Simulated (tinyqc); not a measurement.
A barrier in a uniform field, exact transmission by Airy functions: exact and WKB transmission against voltage.

The left lead has its band edge at 0, the barrier edge falls as U(x) = U0 - F x with F = V/d for 0 < x < d, and the right lead has its edge at -V. No transverse momentum; C = hbar^2/(2 m0); psi and psi'/m are continuous. M carries (psi, psi'/m) across the barrier.

Energy scale e = (C F^2/m1)^(1/3), z(x) = (U(x) - E)/e, s = (dz/dx)/m1 = -F/(e m1); v = k/m in a lead. With a = Ai, a' = Ai', b = Bi, b' = Bi' at z1 (left edge) and z2 (right edge): M11 = pi (a2 b1' - b2 a1'), M12 = (pi/s)(b2 a1 - a2 b1), M21 = pi s (a2' b1' - b2' a1'), M22 = pi (b2' a1 - a2' b1). With M acting on (psi, psi'/m) and v = k/m in each lead, T(E) = 4 vL vR/[(vL vR M12 - M21)^2 + (vR M11 + vL M22)^2]. WKB: exp(-S), S = (4/(3 F)) sqrt(m1/C) [max(U0 - E, 0)^1.5 - max(U0 - F d - E, 0)^1.5].

Parameters, values chosen for the exercise; masses and offsets close to those of GaAs wells and AlGaAs barriers:
- mL = 0.066 m0 (mass in the left lead)
- U0 = 0.25 eV (barrier edge at x = 0)
- m1 = 0.094 m0 (mass in the barrier)
- E = 0.082 eV (electron energy)
- d = 8.9 nm (barrier width)
- mR = 0.066 m0 (mass in the right lead)

Constants: q = 1.602176634e-19 C, hbar = 1.054571817e-34 J s, m0 = 9.1093837015e-31 kg, hbar^2/(2 m0) = 0.0380998212 eV nm^2. Results are converted to the units shown.

Result of one run:
```
z2        T(E), exact   exp(-S)  ratio
-0.07505     9.358e-4  5.744e-4  1.629
```

Which voltage across the barrier V gave this result: 0.05, 0.172, 0.253 or 0.416 V?

V = 0.172 V.

The whole series:
```
V (V)        z2  T(E), exact   exp(-S)   ratio
0.05      5.045     9.997e-5  2.595e-5   3.852
0.091     2.209     2.058e-4  5.960e-5   3.453
0.132    0.8058     4.334e-4  1.570e-4   2.760
0.172  -0.07505     9.358e-4  5.744e-4   1.629
0.213   -0.7322     0.002201  0.002416  0.9112
0.253    -1.233     0.005548  0.006263  0.8859
0.294    -1.654      0.01607   0.01271   1.264
0.335    -2.009      0.04979   0.02168   2.297
0.375    -2.310       0.1098   0.03263   3.366
0.416    -2.583       0.1212   0.04571   2.651
0.456    -2.821       0.1075   0.05992   1.794
0.497    -3.043       0.1052   0.07559   1.392
0.538    -3.246       0.1173   0.09203   1.275
```

The exact T(E) moves up and down between 1.00e-4 and 0.121. The ratio to WKB lies between 0.886 and 3.85. For V above U0 - E = 0.168 V (z2 < 0) the ratio turns 2 time(s) among the rows: the wave runs freely over the last part of the barrier and is partly reflected at x = d, and the two waves interfere.

Program tinyqc, `OMP_NUM_THREADS=1 python tinyqc.py 2580044 2580045 out.jsonl`; Intel Xeon 2.30GHz, shared host, one thread, about 0.01 s.
